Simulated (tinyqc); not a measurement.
# Changing the crack length L

Model: wafer bonding and layer transfer: bond energy, gap closing, particles, bonding of dissimilar wafers and hydrogen blisters. Computed by tinyqc, a small Python program. Command: `OMP_NUM_THREADS=1 python tinyqc.py 3014617 3014618 out.jsonl bond sweep`. One thread of a shared host (Intel(R) Xeon(R) Processor @ 2.30GHz), about 0.01 s of CPU time with the checks.

gamma is the energy per area of each of the two surfaces; plates are isotropic, and both wafers have E1 and t1.

Inputs (values chosen for the exercise, for model wafers):

| quantity | value | unit |
|---|---|---|
| Young's modulus E1 | 166 | GPa |
| Poisson ratio nu | 0.3 | - |
| thickness t1 | 300 | micrometre |
| blade thickness t_b | 230 | micrometre |
| particle radius h | 0.38 | micrometre |
| radius of a shallow gap R | 2.1 | mm |
| half height of the gap h_g | 17 | nm |

Pair: two equal wafers.

Method:
- Two cantilevers opened by t_b: gamma = 3 t_b^2 E1 t1^3 E2 t2^3/(16 L^4 (E1 t1^3 + E2 t2^3)).
- E' = E1/(1 - nu^2), equal wafers of thickness t1 assumed. A gap of radius R closes if h_g < h_c: h_c = R^2/sqrt((2/3) E' t1^3/gamma) for R > 2 t1 (plate bending), h_c = 3.6 sqrt(R gamma/E') for R < 2 t1 (local deformation).
- E' = E1/(1 - nu^2), equal wafers assumed. Void radius in the plate regime: R_v = [(2/3) E' t1^3/gamma]^(1/4) h^(1/2). Below h_crit = 5 sqrt(t1 gamma/E') the wafers deform locally and R_v is of the order of h (taken as h).

One run for each value:

| crack length L (mm) | bond energy gamma (J/m^2) | void radius (micrometre) | closable height h_c (nm) |
|---|---|---|---|
| 15 | 0.43907 | 1019.4 | 1612.6 |
| 17 | 0.26614 | 1155.3 | 1255.5 |
| 20 | 0.13892 | 1359.2 | 907.1 |
| 23 | 0.07943 | 1563.1 | 685.9 |
| 27 | 0.04183 | 1834.9 | 497.7 |
| 31 | 0.02407 | 2106.8 | 377.6 |

Over the rows, bond energy gamma (J/m^2) falls from 0.439 to 0.0241 (exponent d ln y / d ln x about -4.0 throughout); void radius (micrometre) rises from 1020 to 2110 (exponent d ln y / d ln x about 1.0 throughout); closable height h_c (nm) falls from 1610 to 378 (exponent d ln y / d ln x about -2.0 throughout). The exponent of bond energy gamma stays at -4: beam compliance goes as L^3.  Left out: 37.0, 42.0 (bond energy out of the physical range).
